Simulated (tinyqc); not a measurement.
Bandgap voltage reference from two bipolar transistors: two steps of the calculation.

Two transistors of area 1 and N carry the same current I. Is(T) = Is (T/T0)^eta exp[(Vg0 q/kB)(1/T0 - 1/T)], VBE1 = Vt ln(I/Is(T)) + I rb, VBE2 = Vt ln(I/(N Is(T))) + I rb/N. The amplifier forces I R1(T) = VBE1 - VBE2 + Vos, with R(T) = R (1 + tc (T - T0)) for both resistors, and the output is Vref = VBE1 + I R2(T). Base currents and the Early effect are neglected.

Values chosen for this exercise; values of the order met in silicon bipolar transistors: reference temperature T0 = 300 K; band-gap voltage extrapolated to 0 K Vg0 = 1.165 V; temperature exponent of the saturation current eta = 4.3; saturation current of the unit transistor at T0 Is = 1e-18 A; area ratio of the second transistor N = 24; resistor across which the difference of VBE falls, at T0 R1 = 8.8 kohm; temperature coefficient of both resistors tc = 0 ppm/K; offset of the amplifier Vos = 0 mV; series resistance of the unit transistor rb = 67 ohm; output resistor at T0 R2 = 52.29 kohm; temperature T = 253 K.

Constants: q = 1.602176634e-19 C, kB = 1.380649e-23 J/K. Results are converted to the units shown.

Task 1. Operating point at the reference temperature. Vt = kB T/q; I = (Vt ln N + Vos)/(R1(T) - rb (1 - 1/N)). Evaluate at T = T0.

Wanted: Vt; I; Is(T); VBE1; I R2; Vref.

Result 1.

Vt = 0.02585 V
I = 9.405 uA
Is(T) = 1.000e-18 A
VBE1 = 0.7729 V
I R2 = 0.4918 V
Vref = 1.265 V

Task 2. Operating point at another temperature. 

Find: Vt; I; Is(T); VBE1; I R2; Vref.

Result 2.

Vt = 0.021802 V
I = 7.9314 uA
Is(T) = 1.1119e-22 A
VBE1 = 0.84658 V
I R2 = 0.41474 V
Vref = 1.2613 V

From T0 to T, VBE1 changes by 73.7 mV and I R2 by -77.0 mV, which leaves -3.36 mV in Vref.

Numbers from tinyqc (`OMP_NUM_THREADS=1 python tinyqc.py 2062029 2062030 out.jsonl`; about 0.02 s on one thread of a shared Intel Xeon 2.30GHz).
